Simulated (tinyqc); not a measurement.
Dopants and charged point defects at anneal temperature: Fermi-level effect, clustering and pairing: one step, computed by the program tinyqc. Command: `OMP_NUM_THREADS=1 python tinyqc.py 3028470 3028471 out.jsonl pairing walk`. One thread of a shared host (Intel(R) Xeon(R) Processor @ 2.30GHz), about 0.02 s of CPU time with the checks.

Boltzmann statistics and full ionisation of active dopants. Energies are counted from the valence band; the defect (a vacancy or self-interstitial) has five charge states, with all degeneracy factors one.

Problem. The host at the anneal temperature. E_g = E_g0 - alpha T^2/(T + beta). N_c = 2 M_c (2 pi m_e k_B T/h^2)^(3/2) and N_v = 2 (2 pi m_h k_B T/h^2)^(3/2), masses in units of m_0. n_i = sqrt(N_c N_v) exp(-E_g/2 k_B T); E_i = E_g/2 + (k_B T/2) ln(N_v/N_c).

Inputs (values chosen for the exercise, with bands modelled on germanium):

| quantity | value | unit |
|---|---|---|
| gap at 0 K E_g0 | 0.73 | eV |
| Varshni alpha | 0.00046 | eV/K |
| Varshni beta | 240 | K |
| electron mass m_e | 0.224 | m_0 |
| valleys M_c | 4 | - |
| hole mass m_h | 0.329 | m_0 |
| anneal temperature T | 940 | K |

Dopant: donor. Second part: clustering of the dopant.

Constants: m_0 = 9.1093837015e-31 kg; k_B = 1.380649e-23 J/K; h = 6.62607015e-34 J s; k_B = 8.617333262e-05 eV/K.

Give: E_g; k_B T; n_i; E_i; effective density of states N_b of the majority band.

Solution.

E_g = 0.38555 eV

k_B T = 0.081003 eV

n_i = 3.6446e+18 cm^-3

E_i = 0.15998 eV

effective density of states N_b of the majority band = 5.9022e+19 cm^-3
